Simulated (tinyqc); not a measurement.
Comparisons within one model: trap in a gate oxide as a short-range spherical well. A value that a table varies takes the place of the one given here.

A spherical well of radius R and depth V0 below the conduction edge, one mass m, c = hbar^2/2m0. The s level at binding Et solves k cot(k R) = -kappa with k = sqrt(m (V0 - Et)/c), kappa = sqrt(m Et/c); it exists for V0 > Vc = c (pi/2R)^2/m. Outside, psi falls as exp(-kappa r)/r.

Lucovsky model (delta well, plane-wave final states, no local-field factor): sigma = (32 pi alpha c/(3 n_r m Et)) (x - 1)^(3/2)/x^3, x = h nu/Et, c = hbar^2/2m0; 1 angstrom^2 = 1e-16 cm^2.

Energies from the conduction edge of the channel. The trap level at depth x is E_T = dEc - Et - e Fox x (1 MV/cm = 0.01 eV/angstrom). An electron at the channel edge tunnels with the WKB exponent S = (4/3) sqrt(m/c) [dEc^(3/2) - (dEc - e Fox x)^(3/2)]/(e Fox), c = hbar^2/2m0; tau = t0 exp(S); the occupation is f = 1/(1 + exp((E_T - EF)/kB T)), tau_c = tau/f and tau_e = tau/(1 - f). Lattice relaxation is left out; a level below the channel edge needs phonons as well, so tau is then a lower bound, while a level above it can also empty elastically at its own energy, through a thinner barrier, faster than this tau.

Constants: hbar^2/2m0 = 3.80998211 eV angstrom^2; fine-structure constant alpha = 0.007297352564; kB = 8.617333262e-05 eV/K.

Inputs chosen for the exercise (near those of Al2O3 on GaAs; not measured data): R = 3.8 angstrom (radius of the well); m = 0.297 m0 (mass); fV = (1.06, 1.09, 1.25, 1.61, 2.43, 3.62, 4.75) (V0/Vc); n_r = 1.69 (refractive index); xs = (1.07, 1.22, 1.48, 1.75, 2.38, 3.22, 4.38, 7.35) (photon energies h nu/Et); dEc = 1.84 eV (conduction offset to the channel); Fox = 1.2 MV/cm (oxide field, lowering levels away from the channel); t0 = 6.9 x 1e-11 s (time constant at the interface); T = 300 K (temperature); EF = 0 eV (Fermi level above the channel edge); ds = (3, 6, 9, 12, 15, 18) angstrom (depths); V0 = 5.12 eV (depth of the well); x = 6 angstrom (depth of the trap).

## From threshold to a deep level

Et against the depth at fixed R; near threshold Et = (pi^2/16)(V0 - Vc)^2/Vc.

Results:

| V0/Vc | V0 (eV) | Et (eV) | threshold form (eV) | 1/kappa (angstrom) | share outside |
|---|---|---|---|---|---|
| 1.06 | 2.324 | 0.004663 | 0.004868 | 52.4 | 0.931 |
| 1.09 | 2.389 | 0.01028 | 0.01095 | 35.3 | 0.899 |
| 1.25 | 2.740 | 0.07156 | 0.08451 | 13.4 | 0.759 |
| 1.61 | 3.529 | 0.3507 | 0.5031 | 6.0 | 0.553 |
| 2.43 | 5.327 | 1.386 | 2.765 | 3.0 | 0.329 |
| 3.62 | 7.935 | 3.333 | 9.282 | 2.0 | 0.197 |
| 4.75 | 10.412 | 5.401 | 19.01 | 1.5 | 0.139 |

The threshold form holds to 10 % up to V0/Vc = 1.09 of those listed. There the state is mostly outside the well (93 % in the first row) and knows only Et, which is why a delta-well model works; more than half is inside from V0/Vc = 2.43 on. A second s level would need V0/Vc > 9.

## Neutral against charged centre

Et = 1.24911 eV

Lucovsky cross-section, its shape relative to the peak, and the shape of a hydrogen-like centre relative to threshold: x^-4 exp(4 - 4 atan(e)/e)/(1 - exp(-2 pi/e)), e = sqrt(x - 1).

Results:

| x | h nu (eV) | sigma (1e-18 cm^2) | relative to peak | hydrogen-like |
|---|---|---|---|---|
| 1.07 | 1.337 | 2.25 | 0.121 | 0.834 |
| 1.22 | 1.524 | 8.44 | 0.455 | 0.585 |
| 1.48 | 1.849 | 15.2 | 0.821 | 0.344 |
| 1.75 | 2.186 | 18.0 | 0.970 | 0.216 |
| 2.38 | 2.973 | 17.9 | 0.962 | 0.090 |
| 3.22 | 4.022 | 14.7 | 0.793 | 0.037 |
| 4.38 | 5.471 | 11.0 | 0.592 | 0.015 |
| 7.35 | 9.181 | 5.99 | 0.322 | 0.003 |

The short-range centre starts from zero, reaches half its peak at x = 1.24 and peaks at x = 2; in the last row it still has 32 % of the peak. The Coulomb centre is largest at threshold and is down to 0.3 % there. Reading the peak as the threshold would misplace the level by a factor 2, here 1.25 eV. Rows above the gap, about 6.5 eV, are hidden by band-to-band absorption.

## Depth of the trap

Each depth has its own level and time; the corner frequency is 1/(2 pi tau).

Results:

| x (angstrom) | E_T (eV) | S | tau (s) | corner (Hz) | f |
|---|---|---|---|---|---|
| 3 | 0.555 | 2.26 | 6.6e-10 | 2.4e+08 | 0.000 |
| 6 | 0.519 | 4.50 | 6.2e-09 | 2.6e+07 | 0.000 |
| 9 | 0.483 | 6.72 | 5.7e-08 | 2.8e+06 | 0.000 |
| 12 | 0.447 | 8.91 | 5.1e-07 | 3.1e+05 | 0.000 |
| 15 | 0.411 | 11.08 | 4.5e-06 | 3.6e+04 | 0.000 |
| 18 | 0.375 | 13.23 | 3.8e-05 | 4.2e+03 | 0.000 |

tau spans 4.8 decades, one decade for each 3.09 angstrom at the start and 3.22 at the end, where the field has thinned the barrier. Traps spread evenly in depth are thus spread nearly evenly in ln tau; if levels near EF exist at every depth, this sums to 1/f noise and to charging that grows as ln t. With the single Et of this table only depths where f is neither 0 nor 1 contribute. The level stays above EF at all these depths.

## What each parameter does

Et from the well, then the level and the time. Each row changes one parameter from the base and keeps the others.

Results:

| case | Et (eV) | E_T (eV) | log10 tau (s) | ln(tau_c/tau_e) |
|---|---|---|---|---|
| base | 1.249 | 0.519 | -8.21 | 20.1 |
| x = 8 angstrom | 1.249 | 0.495 | -7.56 | 19.1 |
| Fox = 2.2 MV/cm | 1.249 | 0.459 | -8.22 | 17.8 |
| dEc = 1.69 eV | 1.249 | 0.369 | -8.29 | 14.3 |
| m = 0.327 m0 | 1.451 | 0.317 | -8.11 | 12.2 |
| V0 = 5.38 eV | 1.422 | 0.346 | -8.21 | 13.4 |
| T = 350 K | 1.249 | 0.519 | -8.21 | 17.2 |
| EF = 0.05 eV | 1.249 | 0.519 | -8.21 | 18.1 |

The largest shifts from the base row, up to three for each result and ties (the steps differ in size, so this ranks the rows, not the parameters). Et (eV): m +0.202, V0 +0.173; unchanged at the printed digits by x, Fox, dEc, T and EF. E_T (eV): m -0.202, V0 -0.173, dEc -0.150; unchanged at the printed digits by T and EF. log10 tau (s): x +0.64, m +0.10, dEc -0.08; unchanged at the printed digits by V0, T and EF. ln(tau_c/tau_e): m -7.8, V0 -6.7, dEc -5.8.

Run: tinyqc, `OMP_NUM_THREADS=1 python tinyqc.py 1252493 1252494 out.jsonl`; Intel(R) Xeon(R) Processor @ 2.30GHz, one thread, shared host; about 0.01 s of CPU time with all checks.
